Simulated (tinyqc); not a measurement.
Transfer between valleys with doping: electrons shared among three sets of ellipsoidal valleys.

F_j(eta) = (1/Gamma(j + 1)) integral_0^infinity x^j dx/(1 + exp(x - eta)), which tends to exp(eta) for eta << 0.

Sets Delta2, Delta4, L: N_i = M_i times N = 2 (m kB T/(4 pi c))^(3/2) with c = hbar^2/2m0, in 1/angstrom^3; times 1e24 for 1/cm^3, m = (ml mt^2)^(1/3); n = sum_i N_i F_1/2((EF - dE_i)/kT), energies from the edge of the first set; mu_drift = sum of share times mobility.

Constants: hbar^2/2m0 = 3.80998211 eV angstrom^2; kB = 8.617333262e-05 eV/K.

Inputs chosen for the exercise (masses and offsets near those of Si; mobilities are free inputs, held fixed; shifted at random, so the results belong to these values and not to a real crystal):
- dE = (0, 0.06, 0.769) eV (edges of Delta2, Delta4, L above the first, the first two split by strain)
- M = (2, 4, 4) (valleys in each set)
- ml = (0.943, 0.943, 1.636) m0 (longitudinal masses of Delta2, Delta4, L)
- mt = (0.1845, 0.1845, 0.1235) m0 (transverse masses)
- mu = (1600, 1100, 540) cm^2/(V s) (mobility of each set, for current in the plane normal to the Delta2 axis)
- T = 500 K

Parabolic valleys; band tails and gap narrowing are left out.

Populations:
```
n (1/cm^3)  EF (eV)  share Delta2  share Delta4  share L  mu_drift
1.0e+16     -0.3434        0.6680        0.3320   0.0000      1434
1.0e+17     -0.2442        0.6679        0.3321   0.0000      1434
1.0e+18     -0.1446        0.6660        0.3340   0.0000      1433
3.0e+18     -0.0965        0.6620        0.3380   0.0000      1431
1.0e+19     -0.0420        0.6487        0.3513   0.0000      1424
3.0e+19      0.0124        0.6157        0.3843   0.0000      1408
1.0e+20      0.0852        0.5402        0.4598   0.0000      1370
```

The share of Delta2 goes from 0.668 to 0.540 and the mean mobility from 1434 to 1370 cm^2/(V s). Delta2 holds more than Delta4 throughout. The share of L is at most 4.4e-08.

Program tinyqc; command `OMP_NUM_THREADS=1 python tinyqc.py 1651536 1651537 out.jsonl`; about 0.02 s on one thread of a shared Intel(R) Xeon(R) Processor @ 2.30GHz.
